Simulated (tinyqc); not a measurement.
Admittance spectroscopy of a deep trap: one step of the calculation.

Schottky contact on an n-type layer with shallow donors Nd (all ionised) and a donor-like deep trap, neutral when filled and positive when empty; depletion approximation. Traps within lam of the depletion edge stay filled. The traps at xt = W - lam, where the level crosses the Fermi level, follow a slow signal and not a fast one. w = 2 pi f.

Question. Admittance at the signal frequency. Emission rate en = sn vth(T) Nc(T) exp(-Et/kB T) = sn g T^2 exp(-Et/kB T), g = vth Nc/(300 K)^2, as vth goes as T^0.5 and Nc as T^1.5 (degeneracy factor 1). Inflection frequency w0 = 2 en [1 + Nt xt/(Nd W)]; C = C_HF + (C_LF - C_HF)/(1 + (w/w0)^2), G/w = (C_LF - C_HF)(w/w0)/(1 + (w/w0)^2).

Parameters, values chosen for the exercise; material values close to those of silicon:
- Nc = 2.8e19 cm^-3 (conduction-band density of states at 300 K)
- vth = 2.3e7 cm/s (thermal velocity at 300 K)
- Nd = 2.1e15 cm^-3 (shallow donor density)
- Et = 0.42 eV (depth of the trap below the conduction edge)
- sn = 7.9e-16 cm^2 (capture cross-section)
- Nt = 5.7e14 cm^-3 (trap density)
- f = 8.8e5 Hz (signal frequency)
- T = 370 K (temperature)

Constants: q = 1.602176634e-19 C, kB = 1.380649e-23 J/K. Results are converted to the units shown.

W = 989.54697 nm
xt = 734.90125 nm
C_HF = 10.289876 nF/cm^2
C_LF = 10.888030 nF/cm^2

Wanted: en; w0/(2 pi); C; G/w.

Answer.

en = 1.4718e6 1/s
w0/(2 pi) = 5.6292e5 Hz
C = 10.464 nF/cm^2
G/w = 0.27152 nF/cm^2

The signal lies near the inflection, where the loss is largest.

Program tinyqc, `OMP_NUM_THREADS=1 python tinyqc.py 2050010 2050011 out.jsonl`; Intel Xeon 2.30GHz, shared host, one thread, about 0.01 s.
